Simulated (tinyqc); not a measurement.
Reset of a mushroom phase-change cell, hemispherical electro-thermal model: amorphous thickness against current.

Current spreads from a hemispherical contact of radius r0 into a large dome with constant rho and ka: j = I/(2 pi r^2). With s = r0/r the steady rise is T - T0 = c (b s - s^2), c = I^2 rho/(8 pi^2 ka r0^2). The heat lost through the heater, (T(r0) - T0)/Rh, fixes b = (2 + g)/(1 + g), g = 1/(2 pi ka r0 Rh).

The peak lies at s = b/2 with the rise c b^2/4; melting starts at the current where that equals Tm - T0, and the molten shell spans the roots of s^2 - b s + (Tm - T0)/c = 0 (s at most 1). Electrical resistance rho/(2 pi r0).

Parameters, values chosen for the exercise; values of the order of Ge-Sb-Te and related chalcogenides:
- T0 = 300 K (ambient temperature)
- Tm = 880 K (melting point)
- r0 = 19 nm (radius of the heater contact)
- rho = 3.7 mohm cm (resistivity of the hot chalcogenide)
- ka = 1.06 W/(m K) (its thermal conductivity)
- Rh = 40 K/uW (thermal resistance of the path through the heater)

Results:

| I (uA) | peak T (K) | T at the contact (K) | thickness of the melt (nm) | power (uW) |
|---|---|---|---|---|
| 759 | 893.89 | 889.09 | 5.4475 | 178.55 |
| 785 | 935.28 | 930.15 | 10.373 | 190.99 |
| 821 | 994.88 | 989.27 | 15.898 | 208.91 |
| 946 | 1222.6 | 1215.1 | 34.012 | 277.36 |
| 1040 | 1415.0 | 1406.0 | 48.389 | 335.22 |
| 1160 | 1687.2 | 1676.0 | 68.310 | 417.05 |
| 1300 | 2042.3 | 2028.2 | 94.011 | 523.79 |

Estimate the missing row, I = 874 uA.

Computed row:

| I (uA) | peak T (K) | T at the contact (K) | thickness of the melt (nm) | power (uW) |
|---|---|---|---|---|
| 874 | 1087.5 | 1081.1 | 23.549 | 236.75 |

With this row back in the table: The thickness rises from 5.45 to 94.0 nm; it opens as the square root of I - Im just above the melting current of 750 uA. The contact itself melts from I = 759 uA on among the rows. For I = 1160, 1300 the peak exceeds 1600 K, where the material would degrade.

Range of the model: Constant properties, no latent heat, thermoelectric terms, boundary resistance or heating in the heater itself.

Computed by the program tinyqc: `OMP_NUM_THREADS=1 python tinyqc.py 2490108 2490109 out.jsonl`, one thread of a shared Intel Xeon 2.30GHz, about 0.01 s for the whole run.
